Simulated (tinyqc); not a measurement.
Schottky emission and Poole-Frenkel conduction in an insulator, and how to tell them apart: two steps of the calculation.

Schottky emission (electrode-limited): J = As T^2 exp[-(pb - b sqrt(F))/Vt], b = sqrt(q/(4 pi eps0 ei)). Poole-Frenkel emission (bulk-limited): J = s0 F exp[-(pt - 2 b sqrt(F))/Vt]. F in V/cm.

Parameters, values chosen for the exercise; dielectric values close to those of hafnium oxide:
- T = 300 K (temperature)
- ei = 4.53 (high-frequency relative permittivity)
- es = 21.4 (static relative permittivity)
- pt = 1.39 eV (trap depth)
- s0 = 0.032 S/cm (Poole-Frenkel prefactor)
- pb = 1.51 eV (electrode barrier)
- As = 64 A/(cm^2 K^2) (Richardson constant)
- F = 1.8 MV/cm (field)

Constants: q = 1.602176634e-19 C, kB = 1.380649e-23 J/K, Vt = kB T/q, eps0 = 8.8541878128e-14 F/cm where lengths are in cm. Results are converted to the units shown.

Problem 1. Both currents at one field. Lowerings b sqrt(F) and 2 b sqrt(F); the image-force maximum lies at sqrt(q/(16 pi eps0 ei F)) from the electrode.

Give: Schottky lowering; position of the barrier top; Poole-Frenkel lowering; J, Schottky; J, Poole-Frenkel.

Solution 1.

Schottky lowering = 239.2 meV
position of the barrier top = 0.6644 nm
Poole-Frenkel lowering = 478.4 meV
J, Schottky = 2.582e-15 A/cm^2
J, Poole-Frenkel = 2.794e-11 A/cm^2

Injection and bulk transport act in series, so the smaller capacity limits the current: here the electrode, by a factor of 10800.

Problem 2. Which mechanism made these data. The data come from another sample of the same dielectric, in which one mechanism alone limits the current. Fit straight lines by least squares: ln J on sqrt(F) (Schottky plot, slope b/Vt) and ln(J/F) on sqrt(F) (Poole-Frenkel plot, slope 2 b/Vt), F in V/cm, and read a permittivity from each slope. The right mechanism gives a value near ei, and in any case between ei and es.

```
point  F (MV/cm)  J (A/cm^2)
0           1.12   1.082e-12
1           1.97   2.227e-10
2           2.81    1.367e-8
3           3.66    4.668e-7
4            4.5    1.014e-5
```

Find: slope of the Schottky plot; permittivity read as Schottky; slope of the Poole-Frenkel plot; permittivity read as Poole-Frenkel.

Solution 2.

slope of the Schottky plot = 0.01510 (cm/V)^0.5
permittivity read as Schottky = 0.9453
slope of the Poole-Frenkel plot = 0.01379 (cm/V)^0.5
permittivity read as Poole-Frenkel = 4.530

Both plots are nearly straight, so straightness decides nothing. Read as Poole-Frenkel the data give 4.53, which matches ei = 4.53; read as Schottky they give 0.945, below 1 and impossible. The data are Poole-Frenkel.

Program tinyqc, `OMP_NUM_THREADS=1 python tinyqc.py 2370068 2370069 out.jsonl`; Intel Xeon 2.30GHz, shared host, one thread, about 0.01 s.
